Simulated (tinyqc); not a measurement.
Tight binding, honeycomb lattice, step by step. Computed by tinyqc, a small Python program that keeps every step. Settings: t1 = 2.87, t2 = 0.28, phi = 0, delta = 1.78, points = 7. Command: `OMP_NUM_THREADS=1 python tinyqc.py 27231 27232 out.jsonl` (the two numbers bound the seeds that draw the settings). One thread of a shared host (Intel(R) Xeon(R) Processor @ 2.60GHz), about 0.01 s of CPU time with the checks.

## Bloch Hamiltonian at k

Parameters chosen for this model:
```
parameter     value                        unit
t1         2.870000                 eV, nearest
t2         0.280000       eV, second neighbours
phi               0  rad, phase of t2 (Haldane)
delta      1.780000          eV, +/- on A and B
```

k point k (fractions of the reciprocal vectors): [0.1000, 0.2500]

H_AB = -t1 (1 + exp(-i k.a1) + exp(-i k.a2)); H_AA = delta - 2 t2 sum cos(k.b + phi), H_BB = -delta - 2 t2 sum cos(k.b - phi), b = a1, a2 - a1, -a2.

H(k) at k (eV), order A, B:
```
[[0.9978, -5.1919+4.5569i],
 [-5.1919-4.5569i, -2.5622]]
```

## Levels at k

Diagonalise the Hermitian matrix.

eigenvalues (eV): [-7.9159, 6.3515]

weights |c|^2 of the basis functions, order A, B:
```
[[0.3752, 0.6248],
 [0.6248, 0.3752]]
```

## Bloch Hamiltonian at K

k point K (fractions of the reciprocal vectors): [0.3333, 0.6667]

As before.

H(k) at K (eV), order A, B:
```
[[2.6200, 0.0000],
 [0.0000, -0.9400]]
```

## Levels at K

As before.

eigenvalues (eV): [-0.9400, 2.6200]

weights |c|^2 of the basis functions, order A, B:
```
[[0.0000, 1.0000],
 [1.0000, 0.0000]]
```

## Bands along a path

The same steps at evenly spaced points between the labelled ones.

Bands along the path (eV):
```
k            band 1  band 2
G          -10.4721  7.1121
G-K 0.20    -9.7046  6.9088
G-K 0.40    -7.6338  6.2520
G-K 0.60    -4.8663  5.0802
G-K 0.80    -2.2198  3.5495
K           -0.9400  2.6200
K-M 0.20    -1.2196  2.8355
K-M 0.40    -1.7798  3.2459
K-M 0.60    -2.3185  3.6155
K-M 0.80    -2.6873  3.8552
M           -2.8172  3.9372
M-K' 0.20   -2.6873  3.8552
M-K' 0.40   -2.3185  3.6155
M-K' 0.60   -1.7798  3.2459
M-K' 0.80   -1.2196  2.8355
K'          -0.9400  2.6200
```

With 1 band(s) filled, the highest filled level on these points lies at K and the lowest empty one at K: a gap of 3.5600 eV, direct.

## Chern number of the lower band

On a 7 x 7 mesh, the phase of the product of overlaps around each plaquette (k1 then k2); the sum over 2 pi is an integer.

plaquette phases (rad):
```
[[0.0000, -0.0124, -0.0441, -0.0583, 0.0390, 0.0243, 0.0093],
 [0.0124, 0.0000, -0.0317, -0.1757, -0.1393, 0.0363, 0.0243],
 [0.0441, 0.0317, 0.0000, -0.1605, -0.6396, -0.1393, 0.0390],
 [0.0583, 0.1757, 0.1605, 0.0000, -0.1605, -0.1757, -0.0583],
 [-0.0390, 0.1393, 0.6396, 0.1605, 0.0000, -0.0317, -0.0441],
 [-0.0243, -0.0363, 0.1393, 0.1757, 0.0317, 0.0000, -0.0124],
 [-0.0093, -0.0243, -0.0390, 0.0583, 0.0441, 0.0124, 0.0000]]
```

Chern number = 0.0000
